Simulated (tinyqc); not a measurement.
Inside a calculation. Method: Hubbard ring of 3 sites. One step of it, computed by the program tinyqc.

Problem. Mean-field iteration 2. H(up) = T + U n(down), H(down) = T + U n(up); fill the lowest levels; n(new) = n + mixing (n(out) - n); E = tr T (rho up + rho down) + U sum n_up n_down of the output.

one-body matrix (hopping and site energies) (eV):
```
           1          2          3
1   0.000000  -1.480000  -1.480000
2  -1.480000   0.000000  -1.480000
3  -1.480000  -1.480000   0.000000
```

U = 1.600000 eV

electrons, up and down: 2  1

mixing = 0.200000

n(up) after iteration 1: 1 0.741839, 2 0.557122, 3 0.741839

n(down) after iteration 1: 1 0.291437, 2 0.376327, 3 0.291437

Give: levels, up; levels, down; energy; n(up) after iteration 2; n(down) after iteration 2.

Solution.

levels, up (eV): -2.4493  1.9463  2.0378

levels, down (eV): -1.8760  2.4744  2.6669

energy = -3.3933 eV

n(up) after iteration 2: 1 0.7615, 2 0.5097, 3 0.7615

n(down) after iteration 2: 1 0.2968, 2 0.3738, 3 0.2968
